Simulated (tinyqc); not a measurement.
# Changing the depletion charge N_dep

Model: inversion-layer mobility, back-scattering and ballistic limit of a field-effect transistor. Computed by tinyqc, a small Python program. Command: `OMP_NUM_THREADS=1 python tinyqc.py 3024424 3024425 out.jsonl mos sweep`. One thread of a shared host (Intel(R) Xeon(R) Processor @ 2.30GHz), about 0.01 s of CPU time with the checks.

The charge at the top of the source barrier is fixed by the gate; series resistance and short-channel effects are left out. F_j are Fermi integrals normalised to exp(eta) in the classical limit.

Inputs (values chosen for the exercise, modelled on a germanium p-channel):

| quantity | value | unit |
|---|---|---|
| transport mass m | 0.21 | m_0 |
| valley degeneracy g_v | 1 | - |
| weight w of the inversion charge | 0.333 | - |
| permittivity eps | 16 | - |
| phonon mobility at 1 MV/cm and 300 K, mu_ph | 230 | cm^2/(V s) |
| roughness mobility at 1 MV/cm, mu_sr | 270 | cm^2/(V s) |
| Coulomb mobility at N_inv = 1e12/cm^2, mu_C | 560 | cm^2/(V s) |
| electrical oxide thickness t_inv | 3.7 | nm |
| gate overdrive V_G - V_T | 0.73 | V |
| drain voltage V_D | 0.94 | V |
| channel length L | 600 | nm |
| exponent a of the critical length | 0.75 | - |
| temperature T | 400 | K |

Statistics at the top of the barrier: Fermi-Dirac.

Constants: eps_0 = 8.8541878128e-12 F/m; e = 1.602176634e-19 C; m_0 = 9.1093837015e-31 kg; k_B = 1.380649e-23 J/K; hbar = 1.054571817e-34 J s; k_B = 8.617333262e-05 eV/K.

Method:
- N_inv = 3.9 eps_0 (V_G - V_T)/(e t_inv); effective field E_eff = e (N_dep + w N_inv)/(eps eps_0).
- mu_phonon = mu_ph (E_eff/1 MV/cm)^(-0.3) (T/300 K)^(-1.75); mu_rough = mu_sr (E_eff/1 MV/cm)^(-2); mu_Coulomb = mu_C (N_inv/1e12 cm^-2) (T/300 K); Matthiessen's rule adds 1/mu.
- F_j(eta) = (1/Gamma(j + 1)) int_0^infinity x^j/(1 + exp(x - eta)) dx, F_0 = ln(1 + exp(eta)). Integrals over x = E/(k_B T) use 160 Gauss-Legendre points in u = sqrt(x) from 0 to sqrt(max(eta, 0) + 32).
- Ballistic channel: N_2D = g_v m k_B T/(pi hbar^2), U = e V_D/(k_B T); eta_F solves N_inv = (N_2D/2)[F_0(eta_F) + F_0(eta_F - U)]; v_T = sqrt(2 k_B T/(pi m)); I/W = e (N_2D/2) v_T [F_1/2(eta_F) - F_1/2(eta_F - U)]; injection velocity v_T F_1/2(eta_F)/F_0(eta_F).
- Mean free path lambda = (2 k_B T/e)(mu/v_T) F_0(eta_0)/F_-1/2(eta_0), with eta_0 from N_inv = N_2D F_0(eta_0); critical length l = L (1 + U)^(-a), an empirical rule; back-scattering r = l/(l + lambda). Then eta solves N_inv = (N_2D/2)[(1 + r) F_0(eta) + (1 - r) F_0(eta - U)] and I/W = e (N_2D/2) v_T (1 - r)[F_1/2(eta) - F_1/2(eta - U)].
- Ballistic ratio: I over the ballistic current. Apparent mobility 1/(1/mu + 1/mu_B), mu_B = mu L/lambda.

One run for each value:

| depletion charge N_dep (1/cm^2) | effective mobility mu (cm^2/(V s)) | effective field E_eff (MV/cm) | current I/W (microampere/micrometre) |
|---|---|---|---|
| 5.00e+10 | 216.81 | 0.1658 | 146.45 |
| 1.00e+11 | 214.51 | 0.1715 | 145.06 |
| 2.10e+11 | 209.72 | 0.1839 | 142.16 |
| 4.40e+11 | 200.75 | 0.2099 | 136.69 |
| 9.10e+11 | 185.53 | 0.2631 | 127.30 |
| 1.90e+12 | 161.41 | 0.3750 | 112.11 |
| 3.90e+12 | 127.74 | 0.6012 | 90.27 |
| 8.00e+12 | 84.42 | 1.0649 | 61.03 |

Describe the trends.

Over the rows, effective mobility mu (cm^2/(V s)) falls from 217 to 84.4 (exponent d ln y / d ln x -0.015 between the first rows and -0.58 between the last); effective field E_eff (MV/cm) rises from 0.166 to 1.06 (exponent d ln y / d ln x 0.048 between the first rows and 0.80 between the last); current I/W (microampere/micrometre) falls from 146 to 61.0 (exponent d ln y / d ln x -0.014 between the first rows and -0.54 between the last).

Caution (all rows): the current exceeds the long-channel drift law, so the empirical rule for l, meant for short channels, is too generous here.
